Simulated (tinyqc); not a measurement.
From results back to parameters: Lorentz oscillators and the Kramers-Kronig relations. Three cases, with inputs chosen for the exercise.

Problem. At normal incidence from vacuum the amplitude r = (1 - N)/(1 + N) with N = n + i k is written r = -sqrt(R) exp(i theta). R and the phase theta are given.

Find: n; k; eps1; eps2.

Method. N = (1 - r)/(1 + r) = (1 + sqrt(R) exp(i theta))/(1 - sqrt(R) exp(i theta)); eps = N^2.

Case 1.

R = 0.861914
theta = 0.931636 rad

Solution.

n = 0.183
k = 1.976
eps1 = -3.87
eps2 = 0.72

Case 2.

R = 0.302968
theta = 0.040646 rad

Solution.

n = 3.433
k = 0.220
eps1 = 11.74
eps2 = 1.51

Case 3.

R = 0.040628
theta = 0.319939 rad

Solution.

n = 1.458
k = 0.193
eps1 = 2.09
eps2 = 0.56

Computed by tinyqc, one run a case: `OMP_NUM_THREADS=1 python tinyqc.py N N+1 out.jsonl` with N = 1680957, 1680966, 1681037; one thread of a shared Intel(R) Xeon(R) Processor @ 2.30GHz, about 0.2 s a run at most.
